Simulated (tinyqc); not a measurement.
Semiconductor laser, carrier and photon rate equations: one step of the calculation.

Carrier density N and photon density S in one mode: dN/dt = F1 = eta I/(q V) - (A N + B N^2 + C N^3) - vg g S; dS/dt = F2 = G vg g S + G be B N^2 - S/tp, with g = g0 ln(N/Ntr)/(1 + ec S). Output power P = Fo Eph S V/(G tp). No heating, no carrier transport.

Problem. Power, relaxation frequency, damping and bandwidth. Jacobian, with a = g0/(N (1 + ec S)) and d = g/(1 + ec S): J11 = -(A + 2 B N + 3 C N^2) - vg a S, J12 = -vg d, J21 = G vg a S + 2 G be B N, J22 = G vg d - 1/tp. wR^2 = det J, gamma = -trace J, fR = wR/(2 pi); the response wR^2/(wR^2 - w^2 + i gamma w) falls to 1/sqrt(2) at w^2 = x + sqrt(x^2 + wR^4), x = wR^2 - gamma^2/2 (f3dB = w/(2 pi)).

Parameters, values chosen for the exercise: active volume V = 2.4e-11 cm^3; confinement factor G = 0.106; group velocity vg = 7.96e9 cm/s; gain coefficient g0 = 1400 1/cm; transparency density Ntr = 2.1e18 cm^-3; gain compression ec = 2.7e-17 cm^3; photon lifetime tp = 1.7 ps; defect recombination coefficient A = 1.5e8 1/s; radiative coefficient B = 1.4e-10 cm^3/s; Auger coefficient C = 1.2e-29 cm^6/s; share of spontaneous emission into the mode be = 5.5e-5; share of cavity losses that is output Fo = 0.59; photon energy Eph = 0.95 eV.

Constants: q = 1.602176634e-19 C. Results are converted to the units shown.

N = 3.476611706e18 cm^-3
S = 4.587645809e14 cm^-3

Wanted: P; fR; gamma; f3dB.

Solution.

P = 5.487 mW
fR = 4.683 GHz
gamma = 10.23 1/ns
f3dB = 7.120 GHz

tinyqc, about 0.01 s, one thread, Intel Xeon 2.30GHz (shared host): `OMP_NUM_THREADS=1 python tinyqc.py 2840010 2840011 out.jsonl`
